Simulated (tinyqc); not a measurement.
Critical temperature from a phonon spectrum: McMillan, Allen-Dynes and the linearised Eliashberg equation: one step, computed by the program tinyqc. Command: `OMP_NUM_THREADS=1 python tinyqc.py 3013385 3013386 out.jsonl eliashberg walk`. One thread of a shared host (Intel(R) Xeon(R) Processor @ 2.30GHz), about 0.01 s of CPU time with the checks.

alpha^2 F(omega) = sum_i (lambda_i omega_i/2) delta(omega - omega_i), so that lambda = 2 int alpha^2 F/omega d omega = sum_i lambda_i.

Problem. McMillan and Allen-Dynes. McMillan form: k_B T_c = (omega_log/1.2) exp[-1.04 (1 + lambda)/(lambda - mu* (1 + 0.62 lambda))]. Allen-Dynes multiplies it by f1 f2: f1 = [1 + (lambda/L1)^(3/2)]^(1/3), L1 = 2.46 (1 + 3.8 mu*); f2 = 1 + (omega_rms/omega_log - 1) lambda^2/(lambda^2 + L2^2), L2 = 1.82 (1 + 6.3 mu*) omega_rms/omega_log.

Inputs (values chosen for the exercise, for a model metal): Coulomb pseudopotential mu* = 0.13.

Peaks in alpha^2 F: two.

lambda = 1.37

omega_rms = 79.77890 meV

omega_log = 74.69780 meV

Constants: k_B = 8.617333262e-05 eV/K.

Give: T_c, McMillan form; f1; f2; T_c, Allen-Dynes.

Solution.

T_c, McMillan form = 81.49 K

f1 = 1.071

f2 = 1.009

T_c, Allen-Dynes = 88.03 K

The two corrections raise T_c by 8.0 %. Caution: a phonon-mediated T_c this high is known only in hydrides under high pressure.
